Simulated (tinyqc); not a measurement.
Finite-difference solution of the diffusion equation on a small grid: one step, computed by the program tinyqc. Command: `OMP_NUM_THREADS=1 python tinyqc.py 3030402 3030403 out.jsonl fdiff walk`. One thread of a shared host (Intel(R) Xeon(R) Processor @ 2.30GHz), about 0.01 s of CPU time with the checks.

dC/dt = D d2C/dx2 on nodes x_j = j dx, j = 0..11; the far end is sealed.

Problem. Time step 2. With r = D dt/dx^2: (1 - theta r M) C(new) = (1 + (1 - theta) r M) C(old); theta = 0 explicit, 1 implicit, 1/2 Crank-Nicolson.

Boundary at x = 0: sealed surface. Scheme: explicit.

operator M:
```
,0,1,2,3,4,5,6,7,8,9,10,11
0,-2,2,0,0,0,0,0,0,0,0,0,0
1,1,-2,1,0,0,0,0,0,0,0,0,0
2,0,1,-2,1,0,0,0,0,0,0,0,0
3,0,0,1,-2,1,0,0,0,0,0,0,0
4,0,0,0,1,-2,1,0,0,0,0,0,0
5,0,0,0,0,1,-2,1,0,0,0,0,0
6,0,0,0,0,0,1,-2,1,0,0,0,0
7,0,0,0,0,0,0,1,-2,1,0,0,0
8,0,0,0,0,0,0,0,1,-2,1,0,0
9,0,0,0,0,0,0,0,0,1,-2,1,0
10,0,0,0,0,0,0,0,0,0,1,-2,1
11,0,0,0,0,0,0,0,0,0,0,2,-2
```

mesh ratio r = 0.129

C after step 1 (%): [83.52760, 93.65320, 69.00100, 20.72115, 2.93670, 0.17415, 0.00000, 0.00000, 0.00000, 0.00000, 0.00000, 0.00000]

Give: C after step 2.

Solution.

C after step 2 (%): [86.14, 89.17, 65.95, 24.66, 4.87, 0.51, 0.02, 0.00, 0.00, 0.00, 0.00, 0.00]
